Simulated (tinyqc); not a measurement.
A finite superlattice with mass mismatch, transfer matrices: two steps of the calculation.

One electron of energy E comes from the left lead (band edge 0); no transverse momentum. Parabolic bands, masses in units of m0, C = hbar^2/(2 m0); psi and psi'/m are continuous at every interface. N periods of a barrier d1 followed by a well Lw; the right lead equals the left one.

Parameters, values chosen for the exercise: number of periods N = 2.

Problem 1. Product of the matrices. The matrix of the later layer stands to the left: M = M_n ... M_2 M_1; det M = 1.

M of layer 1:
```
            1           2
1  0.13021219  0.13217857
2  -7.4372478  0.13021219
```

M of layer 2:
```
            1             2
1  0.99210698  0.0066718779
2  -2.3567187    0.99210698
```

Wanted: M of one period.

Solution 1.

M of one period:
```
          1         2
1  0.079564   0.13200
2   -7.6854  -0.18232
```

Problem 2. N periods by the Chebyshev identity. x = (M11 + M22)/2 of one period. For |x| < 1 the energy lies in a miniband and cos(th) = x; for |x| > 1 it lies in a gap and cosh(g) = |x|. M^N = U_(N-1)(x) M - U_(N-2)(x) 1, with U_n = sin((n + 1) th)/sin th in a band and sign(x)^n sinh((n + 1) g)/sinh g in a gap.

M of one period:
```
             1            2
1  0.079564012   0.13200404
2   -7.6854190  -0.18232329
```

Wanted: x; th (rad); U_(N-1); U_(N-2); M^N.

Solution 2.

x = -0.05138
th (rad) = 1.622
U_(N-1) = -0.1028
U_(N-2) = 1.000

M^N:
```
        1         2
1  -1.008  -0.01356
2  0.7897   -0.9813
```

The energy lies in a miniband.

Range of the model: Masses are held fixed, although real bands cease to be parabolic a few tenths of an eV from their edges (inside a barrier too).

Program tinyqc, `OMP_NUM_THREADS=1 python tinyqc.py 2560009 2560010 out.jsonl`; Intel Xeon 2.30GHz, shared host, one thread, about 0.01 s.
